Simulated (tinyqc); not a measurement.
Metal gate on a two-layer dielectric stack with fixed charge and a dipole: one step of the calculation.

Gate, layer 2, layer 1, p-type semiconductor; x runs from the gate inwards. Charges are counted in units of +q. psi is the band bending at the surface, positive towards inversion. Classical charge, Boltzmann statistics, no interface traps.

Problem. Flat-band voltage, term by term. EOT = 3.9 (t1/e1 + t2/e2), Cox = eps0/(t1/e1 + t2/e2); phi_ms = pM - (chi + Eg - Vt ln(Nv/Na)). Vfb = phi_ms + Vd - (q/eps0) [Q1 (t1/e1 + t2/e2) + Q2 t2/e2 + r1 (t1^2/(2 e1) + t1 t2/e2) + r2 t2^2/(2 e2)]: each charge counts with its electrical distance from the gate.

Parameters, values chosen for the exercise; band and dielectric values close to those of silicon, layer 1 close to silicon nitride, layer 2 close to aluminium oxide:
- T = 250 K (temperature)
- Eg = 1.12 eV (band gap)
- Nv = 2.02e19 cm^-3 (valence-band density of states at T)
- chi = 4.02 eV (electron affinity)
- Na = 1.4e18 cm^-3 (acceptor density)
- pM = 4.45 eV (work function of the gate metal)
- t1 = 1.1 nm (thickness of layer 1, next to the semiconductor)
- e1 = 7.63 (relative permittivity of layer 1)
- t2 = 3 nm (thickness of layer 2, next to the gate)
- e2 = 9.03 (relative permittivity of layer 2)
- Q1 = 2.6e11 cm^-2 (fixed charge at the semiconductor interface)
- Q2 = 1.8e11 cm^-2 (fixed charge between the layers)
- r1 = 0 cm^-3 (uniform charge density in layer 1)
- r2 = -1.5e18 cm^-3 (uniform charge density in layer 2)
- Vd = 0.38 V (flat-band shift by a dipole layer between the layers)

Constants: q = 1.602176634e-19 C, kB = 1.380649e-23 J/K, Vt = kB T/q, eps0 = 8.8541878128e-14 F/cm where lengths are in cm. Results are converted to the units shown.

Wanted: terms; Vfb.

Solution.

terms (V): phi_ms -0.63250, dipole 0.38000, Q1 -0.02241, Q2 -0.01082, r1 0.00000, r2 0.01353
Vfb = -0.27220 V

Apart from phi_ms the largest term is that of dipole, 380 mV; all charges and the dipole together move Vfb by 360 mV.

Computed by the program tinyqc: `OMP_NUM_THREADS=1 python tinyqc.py 2010129 2010130 out.jsonl`, one thread of a shared Intel Xeon 2.30GHz, about 0.01 s for the whole run.
